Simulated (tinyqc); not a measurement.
Length of a polyene: Hueckel, PPP and singles CI along the polyenes. Computed by the program tinyqc. Command: `OMP_NUM_THREADS=1 python tinyqc.py 114254 114255 out.jsonl`; one thread of a shared host (Intel(R) Xeon(R) Processor @ 2.60GHz), about 0.07 s.

All-trans chains of carbon centres 1.40 angstrom apart:
```
parameter,value
"beta (eV), times 1 +/- alternation",-2.310000
alternation,0.100000
W (eV),11.160000
gamma_rr (eV),9.600000
repulsion formula,Ohno
```

Hueckel uses the same beta without repulsion; CIS keeps all single excitations and so misses the low, doubly excited 2Ag state. W is the valence ionisation energy of a centre, MN the Mataga-Nishimoto formula, f the oscillator strength.

Gaps and excitations (eV):
```
centres,Hueckel gap,PPP orbital gap,bright singlet (CIS),f,lowest triplet (CIS)
2,5.082,12.100,6.373,0.546,3.791
4,3.412,9.754,5.061,1.008,2.798
6,2.648,8.582,4.305,1.404,2.326
8,2.217,7.896,3.825,1.757,2.077
10,1.943,7.455,3.500,2.082,1.931
12,1.754,7.154,3.270,2.386,1.840
```

The Hueckel gap tends to 4 x alternation x |beta| = 0.92 eV for long chains. Exchange opens the PPP orbital gap, and the attraction of electron and hole brings the bright state 3.88 eV below it at 12 centres; the triplet lies 1.43 eV lower still.
